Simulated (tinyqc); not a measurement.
Global model of a low-pressure process discharge: electron temperature, density, ion flux and ion energy: one step, computed by the program tinyqc.

Maxwellian electrons with temperature T_e in eV, one positive ion, no negative ions, uniform bulk density n; rate constants have the Arrhenius form.

Problem. Geometry factors. n_g = p/(k_B T_g); lambda_i = 1/(n_g sigma); h_L = 0.86/sqrt(3 + L/(2 lambda_i)), h_R = 0.8/sqrt(4 + R/lambda_i); A_eff = 2 pi R^2 h_L + 2 pi R L h_R; d_eff = pi R^2 L/A_eff.

Inputs (values chosen for the exercise, of the order of those of an inductive discharge in a simple atomic gas):
```
quantity                     value  unit
ion-neutral cross section  6.2e-19   m^2
pressure p                     2.4    Pa
gas temperature T_g            600     K
radius R                        19    cm
height L                       8.7    cm
```

Constants: k_B = 1.380649e-23 J/K.

Give: gas density n_g; ion mean free path; h_L; h_R; A_eff; d_eff.

Solution.

gas density n_g = 2.897e+20 1/m^3

ion mean free path = 0.5567 cm

h_L = 0.2615

h_R = 0.1296

A_eff = 727.8 cm^2

d_eff = 13.56 cm
